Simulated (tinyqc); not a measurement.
## p-n diode, drift-diffusion by the Gummel loop with Scharfetter-Gummel fluxes: effect of the SRH lifetime of electrons at fixed bias

Abrupt junction at x = 0, p side from -Lp, n side to Ln, ohmic contacts. psi is counted from the intrinsic level; n = ni exp((psi - phin)/Vt), p = ni exp((phip - psi)/Vt). Contacts: p side psi = V - Vt ln(Na/ni), p = Na, n = ni^2/Na; n side psi = Vt ln(Nd/ni), n = Nd, p = ni^2/Nd. Constant mobilities, D = mu Vt, Boltzmann statistics, SRH recombination through a mid-gap level, U = (n p - ni^2)/(tp (n + ni) + tn (p + ni)). Current is positive from the p contact to the n contact.

ni = sqrt(Nc Nv) exp(-Eg/(2 Vt)), Eg in volts. Poisson and both continuity equations are solved self-consistently with Scharfetter-Gummel fluxes on a graded mesh of 500 nodes. J_scr is q times the integral of U between -xp and xn. Ideal diffusion current J_id = q ni^2 [Dn coth(wp/Le)/(Le Na) + Dp coth(wn/Lh)/(Lh Nd)] (exp(V/Vt) - 1), Le = sqrt(Dn tn), Lh = sqrt(Dp tp), wp = Lp - xp, wn = Ln - xn, with xp and xn from the depletion approximation (W = sqrt(2 eps0 eps_r (Vbi - V)(1/Na + 1/Nd)/q), xp = W Nd/(Na + Nd), xn = W Na/(Na + Nd), Vbi = Vt ln(Na Nd/ni^2)). Ideality factor = 0.004 V/(Vt ln[J(V + 0.004 V)/J(V)]).

Values chosen for this exercise; band and dielectric values close to those of germanium:
```
symbol    value        unit                                 meaning
T           300           K                             temperature
Eg        0.657          eV                                band gap
eps_r        16                               relative permittivity
Nc      1.03e19       cm^-3  conduction-band density of states at T
Nv      5.94e18       cm^-3     valence-band density of states at T
Na       2.9e16       cm^-3          acceptor density of the p side
Nd       2.1e16       cm^-3             donor density of the n side
mun        2400  cm^2/(V s)                       electron mobility
mup        1300  cm^2/(V s)                           hole mobility
tp         4e-9           s                   SRH lifetime of holes
Lp          5.9          um                    length of the p side
Ln          2.1          um                    length of the n side
G             0  cm^-3 s^-1                 uniform generation rate
V          0.18           V                   bias of the p contact
```

Constants: q = 1.602176634e-19 C, kB = 1.380649e-23 J/K, Vt = kB T/q, eps0 = 8.8541878128e-14 F/cm where lengths are in cm. Results are converted to the units shown.

Result of one run:
```
tn (s),J (A/cm^2),ideality factor,J_scr/J (%),J_id (A/cm^2),share recombining at the contacts (%),larger minority/doping at -xp and xn
1e-11,8.28,1.19,15.2,8.99,8.35,0.00190
```

What becomes of these results when the SRH lifetime of electrons tn is changed from 1e-11 to 1e-7 s, all else the same?

Result of the changed run:
```
tn (s),J (A/cm^2),ideality factor,J_scr/J (%),J_id (A/cm^2),share recombining at the contacts (%),larger minority/doping at -xp and xn
1e-7,1.19,1.01,1.71,1.19,88.7,0.00196
```

The whole series:
```
tn (s),J (A/cm^2),ideality factor,J_scr/J (%),J_id (A/cm^2),share recombining at the contacts (%),larger minority/doping at -xp and xn
1e-11,8.28,1.19,15.2,8.99,8.35,0.00190
1e-10,3.83,1.09,14.2,3.41,18.5,0.00194
1e-9,1.82,1.04,9.39,1.66,47.8,0.00195
1e-8,1.29,1.02,4.50,1.24,79.9,0.00196
1e-7,1.19,1.01,1.71,1.19,88.7,0.00196
1e-6,1.15,1.02,0.433,1.18,93.1,0.00196
1e-5,1.11,1.01,0.0589,1.18,98.2,0.00196
```

As tn rises from 1e-11 to 1e-5, J falls from 8.28 to 1.11 A/cm^2, the share of the depleted layer falls from 15.2 to 0.0589 % and the share lost at the contacts rises from 8.35 to 98.2 %. The exponent d ln J/d ln tn is -0.33 between the first two rows and -0.02 between the last two. J less J_scr is 6.1 % below J_id in the last row.

Program tinyqc, `OMP_NUM_THREADS=1 python tinyqc.py 2240095 2240096 out.jsonl`; Intel Xeon 2.30GHz, shared host, one thread, about 0.1 s.
